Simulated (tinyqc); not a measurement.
Worked calculation: FCI on RHF in the 3-21g basis, for H2, spin multiplicity 1. Computed by tinyqc, a small Python program that keeps every step (integrals from PySCF). Settings: charge = 0, multiplicity = 1, basis = 3-21g, method = RHF, energy threshold = 1e-10, iteration cap = 66, orthogonalisation = symmetric, start = atomic densities, DIIS depth = 6, ci = FCI. Command: `OMP_NUM_THREADS=1 python tinyqc.py 29262 29263 out.jsonl` (the two numbers bound the seeds that draw the settings). One thread of a shared host (Intel(R) Xeon(R) Processor @ 2.60GHz), about 0.08 s of CPU time with the checks. The early iterations of the SCF are left out here.

## One-electron integrals

Geometry (angstrom):
```
atom       x       y       z
H     0.0000  0.0000  0.0000
H     0.0000  0.0000  1.0550
```

Basis 3-21g: exponents (1/bohr^2) and contraction coefficients of normalised primitives:
```
element  l (shell)  exponent  coefficient
H            s (1)    5.4472       0.1563
H            s (1)    0.8245       0.9047
H            s (2)    0.1832       1.0000
```

Overlap, kinetic and nuclear-attraction integrals over the contracted functions; the nuclear repulsion is the sum of Za Zb / Rab.

nuclear repulsion = 0.501590 hartree

overlap S, lower triangle:
```
        1H 1s   1H 2s   2H 1s   2H 2s
1H 1s  1.0000
1H 2s  0.6459  1.0000
2H 1s  0.1681  0.3541  1.0000
2H 2s  0.3541  0.6948  0.6459  1.0000
```

kinetic energy T (hartree), lower triangle:
```
         1H 1s   1H 2s   2H 1s   2H 2s
1H 1s   1.5494
1H 2s   0.2932  0.2748
2H 1s  -0.0358  0.0962  1.5494
2H 2s   0.0962  0.1446  0.2932  0.2748
```

nuclear attraction V (hartree), lower triangle:
```
         1H 1s    1H 2s    2H 1s    2H 2s
1H 1s  -2.2224
1H 2s  -1.1052  -1.1405
2H 1s  -0.3243  -0.6210  -2.2224
2H 2s  -0.6210  -0.8455  -1.1052  -1.1405
```

core Hamiltonian H = T + V (hartree), lower triangle:
```
         1H 1s    1H 2s    2H 1s    2H 2s
1H 1s  -0.6730
1H 2s  -0.8121  -0.8657
2H 1s  -0.3601  -0.5249  -0.6730
2H 2s  -0.5249  -0.7009  -0.8121  -0.8657
```

## Two-electron integrals

Functions are numbered as in S; the eight-fold symmetry (ij|kl) = (ji|kl) = (kl|ij) leaves the list below.

Two-electron integrals (ij|kl) in chemists' order, unique and non-zero (hartree):
```
(11|11) 1.1401   (21|11) 0.6114   (21|21) 0.3452   (22|11) 0.6264
(22|21) 0.3803   (22|22) 0.4830   (31|11) 0.1391   (31|21) 0.0814
(31|22) 0.0945   (31|31) 0.0290   (32|11) 0.2028   (32|21) 0.1260
(32|22) 0.1666   (32|31) 0.0494   (32|32) 0.1031   (33|11) 0.4979
(33|21) 0.3170   (33|22) 0.4424   (33|31) 0.1391   (33|32) 0.3253
(33|33) 1.1401   (41|11) 0.3253   (41|21) 0.1849   (41|22) 0.2061
(41|31) 0.0494   (41|32) 0.0786   (41|33) 0.2028   (41|41) 0.1031
(42|11) 0.3945   (42|21) 0.2422   (42|22) 0.3163   (42|31) 0.0722
(42|32) 0.1393   (42|33) 0.3945   (42|41) 0.1393   (42|42) 0.2332
(43|11) 0.3170   (43|21) 0.2005   (43|22) 0.2781   (43|31) 0.0814
(43|32) 0.1849   (43|33) 0.6114   (43|41) 0.1260   (43|42) 0.2422
(43|43) 0.3452   (44|11) 0.4424   (44|21) 0.2781   (44|22) 0.3875
(44|31) 0.0945   (44|32) 0.2061   (44|33) 0.6264   (44|41) 0.1666
(44|42) 0.3163   (44|43) 0.3803   (44|44) 0.4830
```

## Orthogonalisation

S = U s U^T; symmetric (Loewdin) form X = U s^(-1/2) U^T, so that X^T S X = 1.

eigenvalues of S: 0.1755  0.3974  0.9616  2.4656

X, lower triangle:
```
         1H 1s    1H 2s    2H 1s   2H 2s
1H 1s   1.2390
1H 2s  -0.4834   1.5762
2H 1s  -0.0064   0.0243   1.2390
2H 2s   0.0243  -0.5855  -0.4834  1.5762
```

## Iteration 5 (converged): orbitals

converged F (hartree), lower triangle:
```
         1H 1s    1H 2s    2H 1s    2H 2s
1H 1s   0.2303
1H 2s  -0.4084  -0.3076
2H 1s  -0.3721  -0.3947   0.2303
2H 2s  -0.3947  -0.3692  -0.4084  -0.3076
```

Diagonalise F' = X^T F X, C = X C', fill 1 alpha and 1 beta electrons from the bottom; D = 2 C_occ C_occ^T. Each column has its largest component positive (the first on a tie).

F' = X^T F X (hartree), lower triangle:
```
         1        2        3       4
1   0.7591
2  -0.6252   0.2548
3  -0.2084  -0.1365   0.7591
4  -0.1365  -0.2185  -0.6252  0.2548
```

orbital energies (hartree): MO1 -0.5105, MO2 0.1727, MO3 1.0975, MO4 1.2681

coefficients C:
```
          MO1      MO2      MO3      MO4
1H 1s  0.2445   0.1555   0.8973  -0.9382
1H 2s  0.3798   1.1141  -0.6722   1.1065
2H 1s  0.2445  -0.1555   0.8973   0.9382
2H 2s  0.3798  -1.1141  -0.6722  -1.1065
```

D after iteration 5, lower triangle:
```
        1H 1s   1H 2s   2H 1s   2H 2s
1H 1s  0.1196
1H 2s  0.1857  0.2885
2H 1s  0.1196  0.1857  0.1196
2H 2s  0.1857  0.2885  0.1857  0.2885
```

## Convergence

Stop when the energy changes by less than 1e-10 hartree and every element of the error matrix X^T (F D S - S D F) X is below 3e-06.

Course of the cycle:
```
iteration  E (hartree)     change  largest element of the error matrix
1            -0.739408          -                             9.90e-02
2            -1.080750  -3.41e-01                             1.09e-02
3            -1.080918  -1.68e-04                             2.03e-03
4            -1.080924  -6.03e-06                             1.23e-09
5            -1.080924   2.22e-16                             4.81e-10
```

PySCF RHF in the same basis = -1.080924 hartree

Converged in 5 iterations.

## Integrals over molecular orbitals

(pq|rs) = sum C_ip C_jq C_kr C_ls (ij|kl), one index at a time.

one-electron integrals over orbitals h = C^T H C (hartree), lower triangle:
```
         1        2       3       4
1  -1.0720
2   0.0000  -0.6232
3  -0.1251   0.0000  0.1462
4   0.0000   0.1866  0.0000  0.2383
```

Two-electron integrals over orbitals (pq|rs), unique and non-zero (hartree):
```
(11|11) 0.5615    (21|21) 0.1192    (22|11) 0.4576    (22|22) 0.4245
(31|11) 0.1251    (31|22) 0.0742    (31|31) 0.0918    (32|21) 0.0215
(32|32) 0.0422    (33|11) 0.5216    (33|22) 0.4325    (33|31) 0.1246
(33|33) 0.5120    (41|21) -0.0785   (41|32) -0.0565   (41|41) 0.1017
(42|11) -0.1325   (42|22) -0.0771   (42|31) -0.0822   (42|33) -0.1286
(42|42) 0.0851    (43|21) -0.1350   (43|32) -0.0533   (43|41) 0.1259
(43|43) 0.1958    (44|11) 0.5658    (44|22) 0.4692    (44|31) 0.1653
(44|33) 0.5582    (44|42) -0.1614   (44|44) 0.6310
```

## FCI: determinants and Hamiltonian

Hartree-Fock energy = -1.080924 hartree

Slater-Condon rules over spin orbitals, with the nuclear repulsion added and E(HF) subtracted on the diagonal.

Occupation strings over the orbitals (2 doubly, a alpha, b beta, 0 empty; spin orbitals ordered 1a 1b 2a 2b ...): 2000 ab00 a0b0 a00b ba00 b0a0 b00a 0200 0ab0 0a0b 0ba0 0020 00ab 0b0a 00ba 0002

H - E(HF) between determinants (hartree), lower triangle:
```
         2000     ab00     a0b0     a00b     ba00     b0a0     b00a     0200
2000   0.0000
ab00   0.0000   0.3449
a0b0   0.0000   0.0000   1.1782
a00b   0.0000   0.0540   0.0000   1.3146
ba00   0.0000  -0.1192   0.0000   0.0785   0.3449
b0a0   0.0000   0.0000  -0.0918   0.0000   0.0000   1.1782
b00a   0.0000   0.0785   0.0000  -0.1017   0.0540   0.0000   1.3146
0200   0.1192   0.0000   0.0215   0.0000   0.0000  -0.0215   0.0000   0.7606
0ab0   0.0000   0.0215   0.0000  -0.1350   0.0508   0.0000   0.0822   0.0000
0a0b  -0.0785   0.0000  -0.1350   0.0000   0.0000   0.0565   0.0000   0.1095
0ba0   0.0000   0.0508   0.0000   0.0822   0.0215   0.0000  -0.1350   0.0000
0020   0.0918   0.0000  -0.0005   0.0000   0.0000   0.0005   0.0000   0.0422
00ab   0.0000  -0.0822   0.0000   0.0402   0.0565   0.0000  -0.1259   0.0000
0b0a   0.0785   0.0000   0.0565   0.0000   0.0000  -0.1350   0.0000  -0.1095
00ba   0.0000   0.0565   0.0000  -0.1259  -0.0822   0.0000   0.0402   0.0000
0002   0.1017   0.0000   0.1259   0.0000   0.0000  -0.1259   0.0000   0.0851

         0ab0     0a0b     0ba0    0020     00ab     0b0a    00ba    0002
0ab0   1.5380
0a0b   0.0000   1.6668
0ba0  -0.0422   0.0000   1.5380
0020   0.0000  -0.0533   0.0000  2.3868
00ab  -0.0533   0.0000  -0.0580  0.0000   2.5252
0b0a   0.0000  -0.0851   0.0000  0.0533   0.0000   1.6668
00ba  -0.0580   0.0000  -0.0533  0.0000  -0.1958   0.0000  2.5252
0002   0.0000   0.0252   0.0000  0.1958   0.0000  -0.0252  0.0000  2.6901
```

## FCI: roots

Diagonalise (each vector has its largest component positive (the first on a tie)); all determinants have Ms = 0, so triplets appear too. The lowest singlet root is the correlation energy.

lowest roots of this matrix, relative to E(HF) (hartree): -0.0339  0.2033  0.4544  0.7491  1.0742  1.1909  1.2136  1.2535

lowest vectors:
```
       root 1   root 2   root 3   root 4
2000   0.9833   0.0000   0.0000   0.1671
ab00   0.0000   0.6995   0.7054   0.0000
a0b0   0.0136   0.0000   0.0000  -0.0708
a00b   0.0000  -0.0939   0.0155   0.0000
ba00   0.0000   0.6995  -0.7054   0.0000
b0a0  -0.0136   0.0000   0.0000   0.0708
b00a   0.0000  -0.0939  -0.0155   0.0000
0200  -0.1582   0.0000   0.0000   0.9677
0ab0   0.0000  -0.0428   0.0212   0.0000
0a0b   0.0540   0.0000   0.0000  -0.1072
0ba0   0.0000  -0.0428  -0.0212   0.0000
0020  -0.0296   0.0000   0.0000  -0.0371
00ab   0.0000   0.0024   0.0420   0.0000
0b0a  -0.0540   0.0000   0.0000   0.1072
00ba   0.0000   0.0024  -0.0420   0.0000
0002  -0.0319   0.0000   0.0000  -0.0355
```

<S^2> of these roots: 0.0000  2.0000  0.0000  0.0000  2.0000  0.0000  2.0000  0.0000

weight of the ground state by excitation level 0, 1, 2, ...: 0.9669  0.0004  0.0327
